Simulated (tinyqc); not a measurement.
Trap depth and cross-section from two peaks.

Inverse problem. A DLTS peak lies where ew = sn g T^2 exp(-Et/kB T), g = vth Nc/(300 K)^2. Find Et and sn.

Values chosen for this exercise:
```
symbol,value,unit,meaning
Nc,4.43e17,cm^-3,conduction-band density of states at 300 K
vth,4.4e7,cm/s,thermal velocity at 300 K
```

Constants: q = 1.602176634e-19 C, kB = 1.380649e-23 J/K. Results are converted to the units shown.

peak temperatures for ew = 10 and 500 1/s (K): [170.53869, 207.55281]

Answer. The slope of ln(ew/T^2) against q/kB T is -Et, and the intercept is ln(sn g).

Et = 0.290 eV
sn = 5.90e-16 cm^2

Numbers from tinyqc (`OMP_NUM_THREADS=1 python tinyqc.py 2050130 2050131 out.jsonl`; about 0.01 s on one thread of a shared Intel Xeon 2.30GHz).
